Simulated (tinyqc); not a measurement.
UHF in the sto-6g basis, for H4, spin multiplicity 3, step by step. One step of it, computed by the program tinyqc.

Task: Iteration 1: building the Fock matrix. J_ij = sum D_kl (ij|kl) with D = D(alpha) + D(beta), K_ij = sum D_kl (ik|jl) for each spin; F = H + J - K(s); E = tr D H + tr D J / 2 - 0.5 sum_s tr D(s) K(s) + E_nn.

D(alpha) at the start, lower triangle:
```
,1H 1s,2H 1s,3H 1s,4H 1s
1H 1s,0.947184
2H 1s,-0.115165,0.947184
3H 1s,0.312343,-0.750006,0.947184
4H 1s,-0.750006,0.312343,-0.115165,0.947184
```

D(beta) at the start, lower triangle:
```
,1H 1s,2H 1s,3H 1s,4H 1s
1H 1s,0.098589
2H 1s,0.098589,0.098589
3H 1s,0.098589,0.098589,0.098589
4H 1s,0.098589,0.098589,0.098589,0.098589
```

core Hamiltonian H = T + V (hartree), lower triangle:
```
,1H 1s,2H 1s,3H 1s,4H 1s
1H 1s,-2.068855
2H 1s,-1.603617,-2.068855
3H 1s,-1.250137,-0.978095,-2.068855
4H 1s,-0.978095,-1.250137,-1.603617,-2.068855
```

Two-electron integrals (ij|kl) in chemists' order, unique and non-zero (hartree):
```
i,j,k,l,(ij|kl)
1,1,1,1,0.774999
2,1,1,1,0.446122
2,1,2,1,0.299275
2,2,1,1,0.571125
2,2,2,1,0.446122
2,2,2,2,0.774999
3,1,1,1,0.314556
3,1,2,1,0.188680
3,1,2,2,0.250883
3,1,3,1,0.162522
3,2,1,1,0.209065
3,2,2,1,0.142516
3,2,2,2,0.215147
3,2,3,1,0.109803
3,2,3,2,0.083098
3,3,1,1,0.481627
3,3,2,1,0.299385
3,3,2,2,0.408819
3,3,3,1,0.314556
3,3,3,2,0.215147
3,3,3,3,0.774999
4,1,1,1,0.215147
4,1,2,1,0.142516
4,1,2,2,0.209065
4,1,3,1,0.109803
4,1,3,2,0.082515
4,1,3,3,0.209065
4,1,4,1,0.083098
4,2,1,1,0.250883
4,2,2,1,0.188680
4,2,2,2,0.314556
4,2,3,1,0.130592
4,2,3,2,0.109803
4,2,3,3,0.250883
4,2,4,1,0.109803
4,2,4,2,0.162522
4,3,1,1,0.299385
4,3,2,1,0.202104
4,3,2,2,0.299385
4,3,3,1,0.188680
4,3,3,2,0.142516
4,3,3,3,0.446122
4,3,4,1,0.142516
4,3,4,2,0.188680
4,3,4,3,0.299275
4,4,1,1,0.408819
4,4,2,1,0.299385
4,4,2,2,0.481627
4,4,3,1,0.250883
4,4,3,2,0.209065
4,4,3,3,0.571125
4,4,4,1,0.215147
4,4,4,2,0.314556
4,4,4,3,0.446122
4,4,4,4,0.774999
```

nuclear repulsion = 3.36423098 hartree

Give: Coulomb J; exchange K(alpha); exchange K(beta); F(alpha); F(beta); total energy of this density.

Result:

Coulomb J (hartree), lower triangle:
```
,1H 1s,2H 1s,3H 1s,4H 1s
1H 1s,2.2263
2H 1s,1.4814,2.2263
3H 1s,1.1249,0.8425,2.2263
4H 1s,0.8425,1.1249,1.4814,2.2263
```

exchange K(alpha) (hartree), lower triangle:
```
,1H 1s,2H 1s,3H 1s,4H 1s
1H 1s,0.8019
2H 1s,0.5867,0.8019
3H 1s,0.4506,0.3115,0.8019
4H 1s,0.3115,0.4506,0.5867,0.8019
```

exchange K(beta) (hartree), lower triangle:
```
,1H 1s,2H 1s,3H 1s,4H 1s
1H 1s,0.4095
2H 1s,0.3724,0.4095
3H 1s,0.3408,0.3192,0.4095
4H 1s,0.3192,0.3408,0.3724,0.4095
```

F(alpha) (hartree), lower triangle:
```
,1H 1s,2H 1s,3H 1s,4H 1s
1H 1s,-0.6445
2H 1s,-0.7089,-0.6445
3H 1s,-0.5758,-0.4471,-0.6445
4H 1s,-0.4471,-0.5758,-0.7089,-0.6445
```

F(beta) (hartree), lower triangle:
```
,1H 1s,2H 1s,3H 1s,4H 1s
1H 1s,-0.2521
2H 1s,-0.4946,-0.2521
3H 1s,-0.4660,-0.4547,-0.2521
4H 1s,-0.4547,-0.4660,-0.4946,-0.2521
```

total energy of this density = -1.738324 hartree
